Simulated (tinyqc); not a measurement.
# Inputs raised by 10 %, one at a time

Model: thermal stress, cracking, delamination and buckling of a thin film; Griffith cracks and misfitting inclusions. Computed by tinyqc, a small Python program. Command: `OMP_NUM_THREADS=1 python tinyqc.py 3018632 3018633 out.jsonl filmcrack sens`. One thread of a shared host (Intel(R) Xeon(R) Processor @ 2.30GHz), about 0.02 s of CPU time with the checks.

Isotropic linear elasticity; the substrate is much thicker than the film; stress is positive in tension.

Inputs (values chosen for the exercise, modelled on a porous low-k oxide on silicon): film Young's modulus E = 7.81 GPa; film Poisson ratio nu = 0.25; film expansion alpha_f = 11.6 1e-6/K; substrate expansion alpha_s = 3 1e-6/K; deposition temperature T_d = 475 K; final temperature T = 300 K; intrinsic stress = 14 MPa; film thickness h = 0.83 micrometre; film toughness Gamma_f = 1.78 J/m^2; interface toughness Gamma_i = 14 J/m^2; substrate Young's modulus E_s = 159 GPa; substrate Poisson ratio nu_s = 0.23; flaw half length a = 0.14 micrometre; substrate surface energy gamma_s = 1.6 J/m^2; inclusion radius R = 0.12 micrometre.

Inclusion: long cylinder (a filled via).

Method:
- Thermal strain = (alpha_f - alpha_s)(T_d - T); stress = E/(1 - nu) x strain + intrinsic stress; plane-strain modulus Ebar = E/(1 - nu^2); G0 = stress^2 h/(2 Ebar) is the energy freed per area when a long strip loses its stress across its width.
- Dundurs alpha = (Ebar - Ebar_s)/(Ebar + Ebar_s), with Ebar_s = E_s/(1 - nu_s^2). The channel-crack factor is taken as g = 1.258 (1 - alpha)^(-0.7), a rough interpolation chosen for the exercise (1.258 is the value for matched materials).
- Channel crack through the film: G = pi g G0, critical thickness where G = Gamma_f. Steady delamination from an edge: G = G0, critical thickness where G = Gamma_i.
- Through crack of length 2a in plane strain: K_Ic = sqrt(2 gamma_s E_s/(1 - nu_s^2)); fracture stress = K_Ic/sqrt(pi a). An edge crack of depth a has K larger by 1.1215.
- Film material fills a long cylinder of radius R in the substrate, with the misfit e = thermal strain (it wants to shrink if e > 0). With the axial strain held by the substrate, s0 = (1 + nu) e/[(1 + nu)(1 - 2 nu)/E + (1 + nu_s)/E_s]; inside s_rr = s_tt = s0 and s_zz = E e + 2 nu s0; outside s_rr = s0 (R/r)^2, s_tt = -s_rr. Keep-out radius: where |s_rr| falls to 10 MPa (R if it is lower at the wall).

Runs; columns: (1) input moved; (2) from; (3) to; (4) film stress (MPa); (5) critical thickness for delamination (micrometre); (6) fracture stress, inner crack (MPa); (7) radial stress at the wall s0 (MPa):
```
(1)                                    (2)    (3)     (4)     (5)     (6)     (7)
base run                                 -      -  29.672  264.94  1105.2  21.436
film expansion alpha_f (1e-6/K)       11.6  12.76  31.786  230.87  1105.2  24.327
substrate expansion alpha_s (1e-6/K)     3    3.3  29.125  274.98  1105.2  20.688
deposition temperature T_d (K)         475  522.5  33.926  202.66  1105.2  27.254
film thickness h (micrometre)         0.83  0.913  29.672  264.94  1105.2  21.436
film toughness Gamma_f (J/m^2)        1.78  1.958  29.672  264.94  1105.2  21.436
substrate Young's modulus E_s (GPa)    159  174.9  29.672  264.94  1159.1  21.609
flaw half length a (micrometre)       0.14  0.154  29.672  264.94  1053.8  21.436
```

Exponents ln(y'/y) / ln(x'/x):
```
input                          film stress  critical thickness for delamination  fracture stress, inner crack  radial stress at the wall s0
film expansion alpha_f               0.722                               -1.444                           0.0                         1.328
substrate expansion alpha_s         -0.195                                0.390                           0.0                        -0.373
deposition temperature T_d           1.406                               -2.811                           0.0                         2.520
film thickness h                     0.000                                0.000                           0.0                         0.000
film toughness Gamma_f               0.000                                0.000                           0.0                         0.000
substrate Young's modulus E_s        0.000                                0.000                           0.5                         0.084
flaw half length a                   0.000                                0.000                          -0.5                         0.000
```

Among the inputs moved here: film stress answers most in size to deposition temperature T_d (exponent +1.406), next to film expansion alpha_f (+0.722); its exponent is below 0.0005 for film thickness h, film toughness Gamma_f, substrate Young's modulus E_s, flaw half length a. Critical thickness for delamination answers most in size to deposition temperature T_d (exponent -2.811), next to film expansion alpha_f (-1.444); its exponent is below 0.0005 for film thickness h, film toughness Gamma_f, substrate Young's modulus E_s, flaw half length a. Fracture stress, inner crack answers most in size to flaw half length a (exponent -0.500), and about equally to substrate Young's modulus E_s (+0.500); its exponent is below 0.0005 for film expansion alpha_f, substrate expansion alpha_s, deposition temperature T_d, film thickness h, film toughness Gamma_f. Its exponent -0.500 in flaw half length a: Griffith's law. Radial stress at the wall s0 answers most in size to deposition temperature T_d (exponent +2.520), next to film expansion alpha_f (+1.328); its exponent is below 0.0005 for film thickness h, film toughness Gamma_f, flaw half length a.

Caution (all rows): a critical thickness above 100 micrometres is no longer thin against a usual wafer, so it is only formal. Caution (rows film expansion alpha_f, deposition temperature T_d): at a stress above 0.4 % of E a ductile film would yield, and the elastic value is then an upper bound; a brittle film in tension cracks instead.
